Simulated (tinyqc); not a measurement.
Inside a calculation. Method: Hubbard chain of 5 sites. Computed by tinyqc, a small Python program that keeps every step. Settings: hopping = 1.29, U = 4.4, mixing = 0.2, iteration cap = 60. Command: `OMP_NUM_THREADS=1 python tinyqc.py 27330 27331 out.jsonl` (the two numbers bound the seeds that draw the settings). One thread of a shared host (Intel(R) Xeon(R) Processor @ 2.60GHz), about 0.2 s of CPU time with the checks. Later iterations appear only in the table of the cycle.

## Mean-field iteration 1

one-body matrix (hopping and site energies) (eV), lower triangle:
```
          1         2         3         4         5
1   0.04000
2  -1.29000   0.69000
3   0.00000  -1.29000   0.82000
4   0.00000   0.00000  -1.29000   0.66000
5   0.00000   0.00000   0.00000  -1.29000  -0.14000
```

U = 4.40000 eV

electrons, up and down: 3  2

mixing = 0.20000

n(up) at the start (a guess, not normalised): 1 0.90000, 2 0.30000, 3 0.90000, 4 0.30000, 5 0.90000

n(down) at the start (a guess): 1 0.10000, 2 0.70000, 3 0.10000, 4 0.70000, 5 0.10000

H(up) = T + U n(down), H(down) = T + U n(up); fill the lowest levels; n(new) = n + mixing (n(out) - n); E = tr T (rho up + rho down) + U sum n_up n_down of the output.

levels, up (eV): -0.40329  -0.03881  0.79479  4.19233  5.00498

levels, down (eV): 0.67011  1.34652  4.12572  4.57050  5.87715

energy = -0.74918 eV

n(up) after iteration 1: 1 0.90317, 2 0.27456, 3 0.88391, 4 0.27408, 5 0.90428

n(down) after iteration 1: 1 0.11059, 2 0.71441, 3 0.10909, 4 0.71263, 5 0.11327

## Mean-field iteration 2

As before.

levels, up (eV): -0.35108  0.01345  0.84000  4.25095  5.06069

levels, down (eV): 0.57801  1.25888  4.12226  4.56114  5.80572

energy = -0.76056 eV

n(up) after iteration 2: 1 0.90580, 2 0.25397, 3 0.87128, 4 0.25327, 5 0.90767

n(down) after iteration 2: 1 0.11732, 2 0.72775, 3 0.11631, 4 0.72478, 5 0.12183

## Convergence

Each step fills the lowest levels of T + U n(other spin) and sets n(new) = n + mixing (n(out) - n); stop when output and input agree to 1e-8.

Course of the cycle:
```
iteration      E (eV)  largest |n(out) - n(in)|  mean |n_up - n_down|
1          -0.7491771                  1.30e-01               0.67682
2          -0.7605644                  1.04e-01               0.68513
3          -0.7677852                  8.43e-02               0.69206
4          -0.7726374                  6.89e-02               0.69793
5          -0.7760422                  5.70e-02               0.70295
6          -0.7785050                  4.73e-02               0.70728
7          -0.7803237                  3.95e-02               0.71102
8          -0.7816855                  3.31e-02               0.71428
9          -0.7827146                  2.79e-02               0.71711
10         -0.7834972                  2.37e-02               0.71958
11         -0.7840949                  2.05e-02               0.72173
...               ...                       ...                   ...
50         -0.7860895                  1.09e-04               0.73707
51         -0.7860895                  9.57e-05               0.73709
52         -0.7860895                  8.42e-05               0.73710
53         -0.7860895                  7.41e-05               0.73711
54         -0.7860896                  6.53e-05               0.73712
55         -0.7860896                  5.75e-05               0.73712
56         -0.7860896                  5.06e-05               0.73713
57         -0.7860896                  4.46e-05               0.73714
58         -0.7860896                  3.92e-05               0.73714
59         -0.7860896                  3.46e-05               0.73715
60         -0.7860896                  3.04e-05               0.73715
```

Not converged within 60 iterations: the residual falls steadily but slowly, by a factor of about 0.88 a step. The lowest mean-field energy found from random starts is -0.78609 eV. Reruns (cap 100 unless said): mixing 0.5: converged in 46 (E = -0.78609); mixing 0.9: converged in 22 (E = -0.78609); the original settings with a cap of 400: converged in 124 (E = -0.78609).

## Exact diagonalisation (100 states)

Lowest levels of the sector, and the double occupancy of the lowest state.

lowest levels (eV): -1.43294  -0.61442  -0.09864  -0.01681  0.44680  0.96988

double occupancy per site = 0.10261

## The lowest level by Lanczos steps

From a random start vector (not printed): a_j = <q_j|H|q_j>, b_j = norm of the remainder after orthogonalising; the Ritz value is the lowest eigenvalue of the tridiagonal matrix of a and b so far.

Lanczos:
```
j   a_j (eV)  b_j (eV)  lowest Ritz value (eV)
1    5.98986   4.61416               5.9898588
2    7.72063   4.87107               2.1606337
3    5.76363   4.51938               0.0213994
4    7.38440   4.54562              -0.9382555
5    8.49763   4.19116              -1.2726539
6    8.21025   3.92687              -1.3693512
7    7.32792   4.75057              -1.3981055
8    6.49763   3.89657              -1.4187339
9    8.45763   3.32251              -1.4288149
10   7.19208   4.01650              -1.4312000
```
